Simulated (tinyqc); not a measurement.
Deformation potential from the mobility gain.

Question. Tension X along [100] raises the x valleys by D = Xu (s11 - s12) X against the y and z valleys. Their share is f = w/(w + 2), w = exp(-D/Vt), and for current along [100] mu/mu0 = [f/ml + (1 - f)/mt]/[(1/ml + 2/mt)/3]. Find f, D and Xu.

Values chosen for this exercise; values close to those of silicon: temperature T = 300 K; compliance s11 = 7.89 1/TPa; compliance s12 = -2.09 1/TPa; longitudinal mass ml = 0.934 m0; transverse mass mt = 0.185 m0.

Constants: q = 1.602176634e-19 C, kB = 1.380649e-23 J/K, Vt = kB T/q. Results are converted to the units shown.

mu/mu0 = 1.29106364
X = 570 MPa

Answer. The gain is linear in f; w = 2 f/(1 - f).

f = 0.06740
D = 50.00 meV
Xu = 8.790 eV

Computed by the program tinyqc: `OMP_NUM_THREADS=1 python tinyqc.py 2530089 2530090 out.jsonl`, one thread of a shared Intel Xeon 2.30GHz, about 0.01 s for the whole run.
